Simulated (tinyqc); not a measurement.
From a target to a composition: alloy A(1-x)B(x) by interpolation with bowing. Three cases, with inputs chosen for the exercise.

Problem. An alloy A(1-x)B(x) has the gap E(x) = (1 - x) E_A + x E_B - C1 x (1 - x) at Gamma, C1 the first entry of C. Which x puts hc/E at the given wavelength, and what is the mismatch (a_sub - a(x))/a(x) to a substrate of A, with Vegard for a(x)?

Constants: hc = 1239.841984 eV nm.

Case 1.

Values chosen (out of a larger set: A near InP, B near GaP; not measured data): a = (5.869, 5.45) angstrom (lattice constant of A, B); Eg = (1.434, 2.9) eV (gap at Gamma to the s-like level of A, B); C = (0.668, 0.226, 1.035) eV (bowing of the Gamma, X and L gaps).

wavelength = 484.972 nm

Case 2.

Values chosen (out of a larger set: A near Ge, B near Si; not measured data): a = (5.66, 5.429) angstrom (lattice constant of A, B); Eg = (0.903, 4.221) eV (gap at Gamma to the s-like level of A, B); C = (0.191, 0.19, 0) eV (bowing of the Gamma, X and L gaps).

wavelength = 900.820 nm

Case 3.

Values chosen (out of a larger set: A near GaAs, B near AlAs; not measured data): a = (5.645, 5.666) angstrom (lattice constant of A, B); Eg = (1.527, 3.137) eV (gap at Gamma to the s-like level of A, B); C = (0.446, 0.055, 0.05) eV (bowing of the Gamma, X and L gaps).

wavelength = 542.455 nm

Find: target gap; x; mismatch.

Solution. Solve C1 x^2 + (E_B - E_A - C1) x + E_A - hc/wavelength = 0; the gap is monotonic in x because |E_B - E_A| > C1, so one root lies between 0 and 1. Whether Gamma is the lowest valley there, and whether such a mismatch can be grown coherently, are separate questions.

Case 1.

target gap = 2.5565 eV
x = 0.830
mismatch = 6.299 %

Case 2.

target gap = 1.3763 eV
x = 0.150
mismatch = 0.616 %

Case 3.

target gap = 2.2856 eV
x = 0.540
mismatch = -0.200 %

Computed by tinyqc, one run a case: `OMP_NUM_THREADS=1 python tinyqc.py N N+1 out.jsonl` with N = 1080810, 1080873, 1080933; one thread of a shared Intel(R) Xeon(R) Processor @ 2.30GHz, about 0.01 s a run at most.
